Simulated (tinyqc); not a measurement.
# Access strength from the read disturbance

Inverse problem. Transistor (EKV form, voltages against the body): I = 2 n b Vt^2 [F(vp - Vs) - F(vp - Vd)] from drain to source, F(v) = ln^2(1 + exp(v/(2 Vt))), vp = (Vg - VT + sg |Vd - Vs|)/n. n-channel bodies are at 0; for the p-channel device all voltages are counted down from Vdd. b in uA/V^2 gives I in uA. In an SRAM read the low node Q obeys In(gate QB, drain Q) = Ip(gate QB, drain Q) + Ia, where the access transistor (threshold VTn) has its gate and drain at Vdd and its source at Q. Find Ia, ba and the cell ratio bn/ba.

Parameters, values chosen for the exercise:
```
symbol,value,unit,meaning
T,300,K,temperature
Vdd,0.75,V,supply voltage
n,1.19,,slope factor
sg,0.061,,drain-induced barrier lowering
VTn,0.26,V,n-channel threshold
VTp,0.38,V,p-channel threshold (magnitude)
bn,160,uA/V^2,gain factor of the pull-down transistor
bp,79,uA/V^2,gain factor of the pull-up transistor
```

Constants: q = 1.602176634e-19 C, kB = 1.380649e-23 J/K, Vt = kB T/q. Results are converted to the units shown.

Q and QB in the read (V): [0.10765674, 0.74967083]

Solution. The node equation gives Ia, which is proportional to ba.

Ia = 7.44 uA
ba = 110 uA/V^2
cell ratio = 1.45

Program tinyqc, `OMP_NUM_THREADS=1 python tinyqc.py 2340111 2340112 out.jsonl`; Intel Xeon 2.30GHz, shared host, one thread, about 0.2 s.
